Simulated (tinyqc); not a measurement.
Electron mobility in a silicon inversion layer, empirical terms and Matthiessen rule: two steps of the calculation.

Inversion layer of sheet density Ns on a uniformly doped body. The mobility terms are empirical power laws with prefactors chosen for the exercise; adding their inverses (Matthiessen) is itself an approximation.

Parameters, values chosen for the exercise; material values close to those of silicon:
- T = 300 K (temperature)
- eps_r = 11.7 (relative permittivity of the semiconductor)
- Nb = 2.8e18 cm^-3 (body doping)
- eta = 0.5 (weight of the inversion charge in the effective field)
- Ap = 425 cm^2/(V s) (phonon-limited mobility at 1 MV/cm and 300 K)
- As = 754 cm^2/(V s) (roughness-limited mobility at 1 MV/cm)
- gs = 2 (exponent of the roughness term)
- Ac = 3200 cm^2/(V s) (Coulomb prefactor)
- Nit = 1.9e10 cm^-2 (charge at the interface)
- Ns = 8.9e12 cm^-2 (inversion density)
- WL = 10 (ratio W/L)
- Vd = 0.02 V (drain voltage)
- I = 36.1 uA (measured linear current)

Constants: q = 1.602176634e-19 C, eps0 = 8.8541878128e-14 F/cm where lengths are in cm. Results are converted to the units shown.

Question 1. Mobility terms and their sum. With t = T/(300 K): muC = Ac (Ns/1e12 cm^-2) t/(Nb/1e17 cm^-3 + Nit/1e11 cm^-2), muP = Ap E^(-1/3) t^(-1.75), muS = As E^(-gs); 1/mu is the sum of the inverses.

E = 1.7540202 MV/cm

Wanted: terms; mu; shares of 1/mu.

Answer 1.

terms (cm^2/(V s)): Coulomb 1010.3, phonon 352.41, roughness 245.08
mu = 126.46 cm^2/(V s)
shares of 1/mu (%): Coulomb 12.517, phonon 35.884, roughness 51.599

The roughness term limits most.

Question 2. Inversion density for the measured current. I = (W/L) q Ns mu Vd. E = q (Ndep + eta Ns)/(eps0 eps_r) in MV/cm. Ns(new) = I/((W/L) q mu Vd).

Ns after iteration 1 = 1.0551269e13 cm^-2
Ndep = 6.8911945e12 cm^-2

Find: E; mu; Ns after iteration 2.

Answer 2.

E = 1.8817 MV/cm
mu = 118.54 cm^2/(V s)
Ns after iteration 2 = 9.5038e12 cm^-2

tinyqc, about 0.01 s, one thread, Intel Xeon 2.30GHz (shared host): `OMP_NUM_THREADS=1 python tinyqc.py 2510117 2510118 out.jsonl`
